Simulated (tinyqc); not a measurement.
Lateral field, substrate current, probability of reaching the oxide barrier and hot-carrier lifetime of a silicon transistor (pseudo-two-dimensional and lucky-electron models): one step, computed by the program tinyqc. Command: `OMP_NUM_THREADS=1 python tinyqc.py 3007324 3007325 out.jsonl hotcar walk`. One thread of a shared host (Intel(R) Xeon(R) Processor @ 2.30GHz), about 0.01 s of CPU time with the checks.

Local-field models: a lucky carrier gains its energy at the peak field over a path free of collisions. Voltages are magnitudes.

Task: Hot-carrier currents and lifetime. C_ox = 3.9 eps_0/t; F_sat = 2 v_s/mu; V_Dsat = V_ov F_sat L/(V_ov + F_sat L), V_ov = V_G - V_T; I_D/W = C_ox v_s (V_ov - V_Dsat). Scale length l = 0.22 t^(1/3) x_j^(1/2) (all in cm); F_m = sqrt(((V_D - V_Dsat)/l_e)^2 + F_sat^2), with l_e = l; length of the velocity-saturated region l_e ln((V_D - V_Dsat)/(l_e F_sat) + F_m/F_sat). Substrate current I_sub/I_D = (A_i/B_i)(V_D - V_Dsat) exp(-B_i/F_m); probability of reaching the oxide barrier exp(-phi_b/(e lambda F_m)); lifetime tau = (H/(I_D/W)) exp(phi_it/(e lambda F_m)).

Inputs (values chosen for the exercise, modelled on a silicon n-channel):
```
quantity                           value                      unit
channel length L                     630                        nm
oxide thickness t                     14                        nm
junction depth x_j                   170                        nm
mobility mu                          380                cm^2/(V s)
saturation velocity v_s             0.91                  1e7 cm/s
threshold voltage V_T               0.55                         V
gate voltage V_G                     1.8                         V
drain voltage V_D                    3.5                         V
ionisation prefactor A_i           2e+06                      1/cm
ionisation field B_i                1.73                     MV/cm
hot-carrier mean free path lambda    8.7                        nm
oxide barrier phi_b                  3.1                        eV
interface-trap threshold phi_it      3.8                        eV
lifetime constant H                  900  s microampere/micrometre
```

Drain: abrupt.

Constants: eps_0 = 8.8541878128e-12 F/m.

Give: I_sub/I_D; substrate current I_sub/W; probability of reaching phi_b; lifetime tau; exponent m = phi_it/(e lambda B_i).

Result:

I_sub/I_D = 0.004125

substrate current I_sub/W = 0.3390 microampere/micrometre

probability of reaching phi_b = 1.255e-06

lifetime tau = 1.877e+08 s

exponent m = phi_it/(e lambda B_i) = 2.525

Since both exponentials depend on 1/F_m, tau I_D scales about as (I_sub/I_D)^(-m) with m = 2.52, which lets I_sub serve as the monitor. The lifetime is 0.595 times ten years (3.156e8 s).
